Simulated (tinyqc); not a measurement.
# Energy and delay of logic against supply voltage: energy and delay against supply voltage

One expression serves below and above threshold: I(Vg) = Ik [ln(1 + exp((Vg - VT + dd V)/(al nf Vt)))]^al, with I_on = I(V) and I_off = I(0). Gate delay td = kd C V/I_on, clock period LD td. Per gate and cycle the switching energy is act C V^2 and the leakage energy I_off V LD td. No short-circuit current, no variation. Minima are sought above 0.09 V; below a few Vt gates no longer switch and the model has no meaning.

EDP = energy times td.

Inputs (values chosen for the exercise); values of the order met in logic technologies: temperature T = 358 K; threshold voltage at zero drain bias VT = 0.28 V; slope factor nf = 1.06; barrier lowering per volt of supply dd = 0.04; specific current of a gate Ik = 2.4 uA; exponent of the current law al = 1.62; load capacitance of a gate C = 0.34 fF; delay factor kd = 0.6; logic depth LD = 12; activity factor act = 0.02.

Constants: q = 1.602176634e-19 C, kB = 1.380649e-23 J/K, Vt = kB T/q. Results are converted to the units shown.

Energy and delay against supply voltage:
```
V (V)  I_on (uA)  I_off (nA)  td (ps)  switching (aJ)  leakage (aJ)  energy (aJ)  EDP (fJ ps)
0.15     0.05021      0.5487    609.4          0.1530        0.6018       0.7548       0.4600
0.27       1.349      0.6351    40.83          0.4957       0.08402       0.5797      0.02367
0.38       9.136      0.7263    8.485          0.9819       0.02810        1.010     0.008570
0.5        27.85      0.8407    3.663           1.700       0.01847        1.718     0.006294
0.62       54.68      0.9730    2.313           2.614       0.01674        2.631     0.006085
0.73       85.05       1.113    1.751           3.624       0.01707        3.641     0.006375
0.85       123.7       1.288    1.401           4.913       0.01841        4.931     0.006911
0.97       167.7       1.490    1.180           6.398       0.02046        6.419     0.007572
1.08       212.4       1.703    1.037           7.932       0.02290        7.954     0.008250
1.2        265.7       1.971   0.9215           9.792       0.02615        9.818     0.009047
```

td falls from 609 to 0.921 ps; the energy goes from 0.755 through a minimum of 0.580 (at V = 0.27 V among the rows listed) to 9.82 aJ and the EDP goes from 0.460 through a minimum of 0.00608 (at V = 0.62 V among the rows listed) to 0.00905 fJ ps. The exact minima lie at V = 0.222 V for the energy and 0.587 V for the EDP. Going from 1.2 V to the energy minimum saves a factor of 19.1 in energy and costs a factor of 122 in delay. Below the minimum the leakage energy rises faster than the switching energy falls, because the clock period grows so steeply.

Program tinyqc, `OMP_NUM_THREADS=1 python tinyqc.py 2082113 2082114 out.jsonl`; Intel Xeon 2.30GHz, shared host, one thread, about 0.01 s.
